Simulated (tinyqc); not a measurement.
Harmonic transition-state theory with quantum, tunnelling and friction corrections. From Eckart factor back to imaginary frequency at the saddle nu_b. Computed by tinyqc, a small Python program. Command: `OMP_NUM_THREADS=1 python tinyqc.py 3014187 3014188 out.jsonl rates inv`. One thread of a shared host (Intel(R) Xeon(R) Processor @ 2.30GHz), about 0.03 s of CPU time with the checks.

One atom hops between equivalent sites; three modes at the minimum and two real modes at the saddle are treated as harmonic, the rest of the crystal as unchanged; melting is ignored, so hot rows may lie above the melting point.

Inputs (values chosen for the exercise, modelled on interstitial carbon in iron): barrier E_b = 0.889 eV; temperature T = 591 K.

Lattice of sites: three-dimensional.

Constants: h x 1 THz = 4.135667696 meV; k_B = 8.617333262e-05 eV/K.

Method. With u = h nu_b/(k_B T): Wigner factor 1 + u^2/24; parabolic barrier (Bell) (u/2)/sin(u/2), valid above T_c = h nu_b/(2 pi k_B); symmetric Eckart barrier: kappa = int_0^infinity P(E) exp(-(E - E_b)/(k_B T)) dE/(k_B T), P = (cosh 2a - 1)/(cosh 2a + cosh 2d), a = alpha sqrt(E/E_b), alpha = 2 pi E_b/(h nu_b), 2d = 2 sqrt(alpha^2 - pi^2/4).

Task: A run gave the result below. Find the imaginary frequency at the saddle nu_b, known to lie between 4.5 and 14 THz.

Eckart factor = 1.020476

Result:

Each step takes the trial c = (a f_b - b f_a)/(f_b - f_a), f being the result less the target and a, b, c the logarithms of the listed values; c replaces end b, the old b replaces a if the sign of f changed, and otherwise f_a is halved.

Scan of the range:
```
imaginary frequency at the saddle nu_b (THz)  Eckart factor
4.50                                                1.00590
5.44                                                1.00864
6.57                                                1.01263
7.94                                                1.01852
9.59                                                1.02715
11.60                                               1.04001
14.00                                               1.05891
```

False position (Illinois rule, in the logarithm of the input) inside the bracket:
```
step    end a    end b    trial  Eckart factor
1     7.94000  9.59000  8.28799        1.02019
2     9.59000  8.28799  8.33727        1.02044
3     9.59000  8.33727  8.35068        1.02050
4     8.33727  8.35068  8.34507        1.02048
5     8.35068  8.34507  8.34507        1.02048
```

Eckart factor rises at every point of a 13-point scan of the range (every second point is shown), so one value fits; it is bracketed by 7.94 and 9.59. Answer: imaginary frequency at the saddle nu_b = 8.345 THz.
